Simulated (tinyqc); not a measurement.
MOSFET in the linear regime without short-channel effects, parameter extraction from computed curves: one step of the calculation.

Inversion charge Q = Cox n Vt W0(exp((Vg - VT)/(n Vt))), W0 the Lambert function and n = nf; u = Q/Cox; mobility mu = mu0/(1 + th1 u + th2 u^2); channel resistance Rch = (L - dL)/(W mu Q); Id = Vd/(Rch + Rsd/W). Cox = eps0 eox/tox. Small Vd, no channel-length or drain effects.

Problem. The Y function. Y_i = Id_i/sqrt(gm_i). For Id = beta Vd x/(1 + th x), x = Vg - VT, Y = sqrt(beta Vd) x whatever th. Slope s from points 4 and 7; VT_Y = Vg - Y/s at point 7; beta = s^2/Vd; mobility beta L/(W Cox) with the drawn L; th* = (beta Vd x/Id - 1)/x at point 7.

Values chosen for this exercise; channel values of the order met in silicon transistors: relative permittivity of the gate insulator (close to silicon dioxide) eox = 3.9; insulator thickness tox = 2.9 nm; low-field mobility mu0 = 410 cm^2/(V s); second mobility attenuation factor th2 = 0.13 1/V^2; gate width W = 10 um; drawn gate length L = 0.19 um; drawn less effective length dL = 0.011 um; drain voltage Vd = 0.02 V.

Constants: eps0 = 8.8541878128e-14 F/cm where lengths are in cm. Results are converted to the units shown.

Vg, point 0 to 8 (V): [-0.06, 0.09, 0.24, 0.39, 0.54, 0.69, 0.84, 0.99, 1.14]
Id, point 0 to 8 (uA): [0.0072704740, 0.37969850, 11.497353, 55.357814, 107.49238, 155.09880, 196.10167, 230.71269, 259.65584]
gm, point 1 to 7 (uS): [38.300274, 183.26039, 319.98344, 332.46994, 295.36430, 252.04631, 211.84723]

Give: Y; s; VT_Y; beta; mobility from Y; th*.

Solution.

Y, point 1 to 7 (uA^0.5 V^0.5): [0.061353, 0.84930, 3.0947, 5.8952, 9.0246, 12.352, 15.851]
s = 22.124 uA^0.5 V^-0.5
VT_Y = 0.27354 V
beta = 24474 uA/V^2
mobility from Y = 390.52 cm^2/(V s)
th* = 0.72585 1/V

The mobility from Y is 10 % below mu0 L/(L - dL) = 435 cm^2/(V s), which it should reach in deep inversion when th2 = 0.

Numbers from tinyqc (`OMP_NUM_THREADS=1 python tinyqc.py 2210025 2210026 out.jsonl`; about 0.01 s on one thread of a shared Intel Xeon 2.30GHz).
